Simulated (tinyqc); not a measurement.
# Semiconductor laser, carrier and photon rate equations: modulation bandwidth against current

Carrier density N and photon density S in one mode: dN/dt = F1 = eta I/(q V) - (A N + B N^2 + C N^3) - vg g S; dS/dt = F2 = G vg g S + G be B N^2 - S/tp, with g = g0 ln(N/Ntr)/(1 + ec S). Output power P = Fo Eph S V/(G tp). No heating, no carrier transport.

gth = 1/(G vg tp), Nth = Ntr exp(gth/g0), Ith = q V (A Nth + B Nth^2 + C Nth^3)/eta. N and S are the steady state (F1 = F2 = 0, S > 0). Jacobian, with a = g0/(N (1 + ec S)) and d = g/(1 + ec S): J11 = -(A + 2 B N + 3 C N^2) - vg a S, J12 = -vg d, J21 = G vg a S + 2 G be B N, J22 = G vg d - 1/tp. wR^2 = det J, gamma = -trace J, fR = wR/(2 pi); the response wR^2/(wR^2 - w^2 + i gamma w) falls to 1/sqrt(2) at w^2 = x + sqrt(x^2 + wR^4), x = wR^2 - gamma^2/2 (f3dB = w/(2 pi)).

Parameters, values chosen for the exercise: active volume V = 1.2e-11 cm^3; confinement factor G = 0.042; group velocity vg = 7.8e9 cm/s; gain coefficient g0 = 1600 1/cm; transparency density Ntr = 1.7e18 cm^-3; gain compression ec = 1.4e-17 cm^3; photon lifetime tp = 2.6 ps; defect recombination coefficient A = 6.8e7 1/s; radiative coefficient B = 6.2e-11 cm^3/s; Auger coefficient C = 4.7e-30 cm^6/s; share of spontaneous emission into the mode be = 0.00026; injection efficiency eta = 0.9; share of cavity losses that is output Fo = 0.53; photon energy Eph = 1.9 eV.

Constants: q = 1.602176634e-19 C. Results are converted to the units shown.

The same in every row: Ith (mA) = 2.621.

Result of one run:
```
P (mW),fR (GHz),gamma (1/ns),f3dB (GHz)
4.411,2.918,2.927,4.514
```

Which drive current I gave this result: 3.4, 5, 7.5, 36 or 79 mA?

I = 7.5 mA.

The whole series:
```
I (mA),P (mW),fR (GHz),gamma (1/ns),f3dB (GHz)
3.4,0.7065,1.173,1.252,1.813
5,2.151,2.042,1.834,3.161
7.5,4.411,2.918,2.927,4.514
11,7.574,3.816,4.484,5.892
16,12.09,4.806,6.705,7.403
24,19.32,6.046,10.22,9.273
36,30.17,7.499,15.41,11.43
53,45.53,9.118,22.57,13.78
79,69.03,11.05,33.10,16.48
```

As I goes from 3.4 to 79 mA, fR rises from 1.17 to 11.1 GHz, gamma rises from 1.25 to 33.1 1/ns and f3dB rises from 1.81 to 16.5 GHz. Against I - Ith, fR goes with exponent 0.50 at the start and 0.46 at the end (1/2 without compression). The slope of gamma against fR^2 between the third and fourth rows, the K factor, is 0.258 ns. For I = 36 to 79 mA the current exceeds 12 Ith, where heating, left out here, usually rolls the output over.

Numbers from tinyqc (`OMP_NUM_THREADS=1 python tinyqc.py 2840037 2840038 out.jsonl`; about 0.01 s on one thread of a shared Intel Xeon 2.30GHz).
